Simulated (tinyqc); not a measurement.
# Changing the energy relaxation time tau_E

Model: velocity overshoot from momentum and energy balance equations after a field step. Computed by tinyqc, a small Python program. Command: `OMP_NUM_THREADS=1 python tinyqc.py 3009642 3009643 out.jsonl overshoot sweep`. One thread of a shared host (Intel(R) Xeon(R) Processor @ 2.30GHz), about 0.09 s of CPU time with the checks.

At t = 0 the field jumps from 0 to F in a uniform sample. v is the drift velocity and u = w - (3/2) k_B T the excess energy per carrier.

Inputs (values chosen for the exercise, modelled on electrons in silicon except for tau_E):

| quantity | value | unit |
|---|---|---|
| effective mass m | 0.25 | m_0 |
| low-field mobility mu_0 | 1400 | cm^2/(V s) |
| saturation velocity v_s | 1 | 1e7 cm/s |
| field after the step F | 55 | kV/cm |
| lattice temperature T | 300 | K |
| time step dt | 3.3 | fs |

Scheme: implicit in the damping.

Constants: m_0 = 9.1093837015e-31 kg; e = 1.602176634e-19 C; k_B = 8.617333262e-05 eV/K.

Method:
- dv/dt = e F/m - v/tau_m(u), du/dt = e F v - u/tau_E, tau_m(u) = tau_0/(1 + c u), tau_0 = m mu_0/e, c = mu_0/(e tau_E v_s^2); this choice gives the steady state v (1 + mu_0 F v/v_s^2) = mu_0 F, which saturates at v_s. Steady velocity v = 2 mu_0 F/(1 + sqrt(1 + 4 (mu_0 F/v_s)^2)); u = e F v tau_E; carrier temperature T + 2u/(3 k_B), neglecting the drift energy m v^2/2.
- Step: v_new = (v + dt e F/m)/(1 + dt/tau_m(u)), u_new = (u + dt e F v_new)/(1 + dt/tau_E). Start v = u = 0; the distance adds dt (v + v_new)/2.
- Run to 8 times the larger of tau_E and tau_0, but at most 20001 steps, and stop early if |v| > 1000 v_s or u < -1/(2c); the run is accepted if the last v is within 0.5 % of the steady value.

One run for each value:

| energy relaxation time tau_E (ps) | peak over steady velocity | time of the peak (fs) | distance at the peak (nm) | steady carrier temperature (K) |
|---|---|---|---|---|
| 0.10 | 1.6287 | 66.0 | 6.496 | 698.8 |
| 0.15 | 1.8088 | 75.9 | 8.429 | 898.1 |
| 0.24 | 2.0461 | 85.8 | 10.727 | 1257.0 |
| 0.55 | 2.5422 | 108.9 | 16.925 | 2493.2 |
| 0.85 | 2.8428 | 125.4 | 21.973 | 3689.5 |
| 1.30 | 3.1609 | 141.9 | 27.680 | 5483.9 |
| 2.00 | 3.5078 | 165.0 | 36.247 | 8275.3 |

Give the missing row, energy relaxation time tau_E (ps) = 0.36.

Computed row; columns: (1) energy relaxation time tau_E (ps); (2) peak over steady velocity; (3) time of the peak (fs); (4) distance at the peak (nm); (5) steady carrier temperature (K):
```
(1)      (2)   (3)     (4)     (5)
0.36  2.2760  95.7  13.265  1735.6
```

Interpolating between the two neighbouring rows (the first column on a logarithmic scale, the others too where they are positive) misses most in steady carrier temperature (K), by 1.2 %. Over the rows, peak over steady velocity rises from 1.63 to 3.51 (exponent d ln y / d ln x 0.26 between the first rows and 0.24 between the last); time of the peak (fs) rises from 66.0 to 165 (exponent d ln y / d ln x between 0.26 and 0.35); distance at the peak (nm) rises from 6.50 to 36.2 (exponent d ln y / d ln x between 0.51 and 0.64). The steady velocity is the same in every row; a longer tau_E delays the heating and so lets v climb further towards mu_0 F.

Caution (rows 1.30, 2.00): the excess energy exceeds 0.5 eV, where non-parabolicity, upper valleys and impact ionisation matter.

Extremes, crossings and ranges named in words are read from the listed rows.
